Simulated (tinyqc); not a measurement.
Inside a calculation. Model: a discretised effective-mass wire between two leads, recursive Green functions.

Program tinyqc, `OMP_NUM_THREADS=1 python tinyqc.py 2660116 2660117 out.jsonl`; Intel Xeon 2.30GHz, shared host, one thread, about 0.03 s. Printed values are rounded.

Finite differences on a grid of step a give a chain with hopping -t, t = C/(m a^2), C = hbar^2/(2 m0), and site energies 2 t + U_i for the N = 7 sites of the device; the semi-infinite leads have site energy 2 t. Each slice is one site, and V = -t couples neighbouring slices.

Parameters, values chosen for the exercise: effective mass m = 0.026 m0; grid step a = 0.61 nm; potential on the sites 1 to N U = [0, 1.3, 1.3, 0, 0, 0, 0] eV; energy above the band bottom of the leads E = 1.471 eV.

Constants: q = 1.602176634e-19 C, hbar = 1.054571817e-34 J s, h = 6.62607015e-34 J s, m0 = 9.1093837015e-31 kg, hbar^2/(2 m0) = 0.0380998212 eV nm^2. Results are converted to the units shown.

## Self-energy of the leads

Sigma = t^2 g(E - 2 t), g(x) = (x - i sqrt(4 t^2 - x^2))/(2 t^2) for |x| < 2 t and (x - sign(x) sqrt(x^2 - 4 t^2))/(2 t^2) otherwise; Gamma = i (Sigma - Sigma^dagger); both leads give the same.

t = 3.93813 eV
Sigma = -3.20263-2.29173i eV
Gamma = 4.58346 eV
open modes = 1

## Forward pass

Forward pass: g_1 = (E - H_1 - Sigma)^(-1), g_i = (E - H_i - V g_(i-1) V^dagger)^(-1), with Sigma also subtracted on the last slice; G_(i,1) = g_i V G_(i-1,1), starting from g_1. H_i is the block of slice i, its site energy.

| site | g_i (1/eV) | G_(i,1) of the forward pass (1/eV) |
|---|---|---|
| 1 | -0.206503-0.147769i | -0.206503-0.147769i |
| 2 | -0.176396-0.089781i | -0.091205-0.175664i |
| 3 | -0.186578-0.052277i | -0.030850-0.147849i |
| 4 | -0.270356-0.062418i | 0.003497-0.164997i |
| 5 | -0.379374-0.165999i | 0.113088-0.244223i |
| 6 | -0.075596-0.373115i | 0.392523+0.093461i |
| 7 | -0.029262-0.116434i | 0.002378+0.190755i |

## Transmission

G_(N,1) = 0.002378+0.190755i 1/eV

T(E) = Tr[Gamma G_(N,1) Gamma G_(N,1)^dagger]. Conductance (2 q^2/h) T(E).

T(E) = 0.764549
conductance = 59.2380 uS

Inverting the whole matrix gives the same value.

## Backward pass

Backward pass: G_NN = g_N, G_ii = g_i + g_i V^dagger G_(i+1,i+1) V g_i; local density of states -Im G_ii/pi on each site.

| site | G_ii (1/eV) | local density of states (1/eV) |
|---|---|---|
| 1 | -0.031789-0.319156i | 0.101591 |
| 2 | -0.105836-0.220674i | 0.070243 |
| 3 | -0.105836-0.220674i | 0.070243 |
| 4 | -0.031789-0.319156i | 0.101591 |
| 5 | 0.085319-0.280851i | 0.089398 |
| 6 | 0.086855-0.157647i | 0.050181 |
| 7 | -0.029262-0.116434i | 0.037062 |

A site of an infinite clean chain has 1/(pi sqrt(4 t^2 - x^2)) = 0.0694 1/eV at this energy (x counted from the band centre); the device goes from 0.0371 (site 7) to 0.102 (site 4).

## States fed from the left, and the bond current

The full first column follows backwards from c_N = G_(N,1): c_i = G_(i,1)(forward) + g_i V^dagger c_(i+1). The density of states fed by the left lead is Gamma |c_i|^2/(2 pi), and the current on bond i is 2 t Gamma Im(c_(i+1) conj(c_i)) in units of T(E).

| site | c_i (1/eV) | density fed from the left (1/eV) |
|---|---|---|
| 1 | -0.031789-0.319156i | 0.0750426 |
| 2 | 0.042348-0.241050i | 0.0436948 |
| 3 | 0.114646-0.152477i | 0.0265480 |
| 4 | 0.181966-0.057284i | 0.0265480 |
| 5 | 0.181317+0.059307i | 0.0265480 |
| 6 | 0.112941+0.153745i | 0.0265480 |
| 7 | 0.002378+0.190755i | 0.0265480 |

| bond | bond current |
|---|---|
| 1 | 0.764549 |
| 2 | 0.764549 |
| 3 | 0.764549 |
| 4 | 0.764549 |
| 5 | 0.764549 |
| 6 | 0.764549 |

The bond current is the same on every bond and equals T(E): the current is conserved.
